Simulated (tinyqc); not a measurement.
# p-n diode with diffusion and depletion-layer recombination, step by step

Program tinyqc, `OMP_NUM_THREADS=1 python tinyqc.py 2260048 2260049 out.jsonl`; Intel Xeon 2.30GHz, shared host, one thread, about 0.01 s. Printed values are rounded.

Abrupt junction in the depletion approximation, low injection, full ionisation, neutral widths fixed, ohmic contact on the p side. Vj is the junction voltage; where a series resistance Rs is given, V = Vj + J Rs is the terminal voltage.

Values chosen for this exercise; band and dielectric values those of a made-up semiconductor: temperature T = 293 K; band gap Eg = 0.892 eV; relative permittivity eps_r = 15.5; conduction-band density of states at T Nc = 2.23e17 cm^-3; valence-band density of states at T Nv = 9.1e18 cm^-3; acceptor density Na = 2e18 cm^-3; donor density Nd = 4.6e15 cm^-3; electron mobility in the p side mun = 1100 cm^2/(V s); hole mobility in the n side mup = 270 cm^2/(V s); electron lifetime tn = 1e-7 s; hole lifetime tp = 3e-9 s; neutral width of the p side wp = 11 um; neutral width of the n side wn = 0.63 um; recombination velocity at the n contact Sp = 1e7 cm/s; series resistance Rs = 0.00076 ohm cm^2; trap level above the intrinsic level Et = -0.18 eV; junction voltage at which recombination is evaluated Vj = 0.36 V; terminal voltage V = 0.61 V.

Constants: q = 1.602176634e-19 C, kB = 1.380649e-23 J/K, Vt = kB T/q, eps0 = 8.8541878128e-14 F/cm where lengths are in cm. Results are converted to the units shown.

Range of the model: At the terminal voltage used the injected minority density exceeds a tenth of the lighter doping, so the low-injection formulas overstate the current.

## Diffusion lengths and saturation currents

ni = sqrt(Nc Nv) exp(-Eg/(2 Vt)), Eg in volts; D = mu Vt; Ln = sqrt(Dn tn), Lp = sqrt(Dp tp); J0n = q ni^2 Dn coth(wp/Ln)/(Ln Na); J0p = (q ni^2 Dp/(Lp Nd)) (s + tanh(wn/Lp))/(1 + s tanh(wn/Lp)), s = Sp Lp/Dp.

ni = 3.03530e10 cm^-3
Ln = 16.6654 um
Lp = 1.43009 um
J0n = 2.12655e-12 A/cm^2
J0p = 3.65926e-9 A/cm^2

wp/Ln = 0.66 and wn/Lp = 0.44; holes carry 99.9 % of the diffusion current.

## Recombination in the depleted layer

ni = sqrt(Nc Nv) exp(-Eg/(2 Vt)), Eg in volts. Vbi = Vt ln(Na Nd/ni^2), W = sqrt(2 eps0 eps_r (Vbi - Vj)(1/Na + 1/Nd)/q), xp = W Nd/(Na + Nd), xn = W Na/(Na + Nd); u(x) = q Na (x + xp)^2/(2 eps0 eps_r) for x < 0 and Vbi - Vj - q Nd (xn - x)^2/(2 eps0 eps_r) for x > 0; p = Na exp(-u/Vt), n = Nd exp((u - Vbi + Vj)/Vt); U = ni^2 (exp(Vj/Vt) - 1)/(tp (n + ni exp(Et/Vt)) + tn (p + ni exp(-Et/Vt))); J_scr = q times the integral of U from -xp to xn. Trapezoid rule on 13 equal steps.

W = 384.354 nm

```
point   x (nm)     u (V)   n (cm^-3)   p (cm^-3)  U (cm^-3 s^-1)
0       -0.882  0.000000   7.17121e8        2e18      7.17107e15
1       28.684  0.057768   7.06691e9  2.02952e17      7.06558e16
2       58.249  0.111751  5.99486e10  2.39245e16      5.98538e17
3       87.815  0.161040  4.22265e11  3.39655e15      4.17607e18
4      117.381  0.205635  2.46972e12  5.80731e14      2.31824e19
5      146.946  0.245536  1.19941e13  1.19579e14      9.08839e19
6      176.512  0.280743  4.83663e13  2.96537e13      2.07933e20
7      206.078  0.311255  1.61948e14  8.85619e12      2.78029e20
8      235.643  0.337074  4.50261e14  3.18536e12      2.62852e20
9      265.209  0.358198  1.03947e15  1.37979e12      2.03626e20
10     294.775  0.374627  1.99256e15  7.19798e11      1.45804e20
11     324.340  0.386363  3.17155e15  4.52222e11      1.07458e20
12     353.906  0.393404  4.19166e15  3.42166e11      8.74733e19
13     383.472  0.395751      4.6e15  3.11792e11      8.14063e19
```

J_scr = 6.88180e-4 A/cm^2

With 2000 steps J_scr = 6.882e-4 A/cm^2; the coarse value is within 0.01 % of it. U is largest at x = 206 nm among these points; the peak lies where tp n = tn p. On the fine grid U peaks at 2.813e20 cm^-3 s^-1, and J_scr/(q U_max) is 39.7 % of W, the effective width of the recombining zone.

## Starting value

Vj = Vt ln(V/(Rs J0)), the value at which all of V would drop over Rs.

Vj at the start = 0.659330 V

## Iteration 1: new Vj

J0 = J0n + J0p = 3.66139e-9 A/cm^2

Diffusion current alone: J = J0 (exp(Vj/Vt) - 1), g = Vj + J Rs - V, g' = 1 + Rs J0 exp(Vj/Vt)/Vt, Vj(new) = Vj - g/g'.

J = 802.632 A/cm^2
g = 0.659330 V
g' = 25.1596
Vj after iteration 1 = 0.633124 V

## Iteration 2: new Vj

As before.

J = 284.288 A/cm^2
g = 0.239183 V
g' = 9.55720
Vj after iteration 2 = 0.608097 V

## Course of the iteration

Stop when the step is below 1e-10 V, or after 80 iterations.

Course of the iteration:
```
iteration  Vj before the step (V)   step (V)
1                        0.659330    -0.0262
2                        0.633124    -0.0250
3                        0.608097    -0.0187
4                        0.589351   -6.97e-3
5                        0.582377   -6.20e-4
6                        0.581757   -4.08e-6
7                        0.581753  -1.74e-10
8                        0.581753          0
```

Converged in 8 iterations.
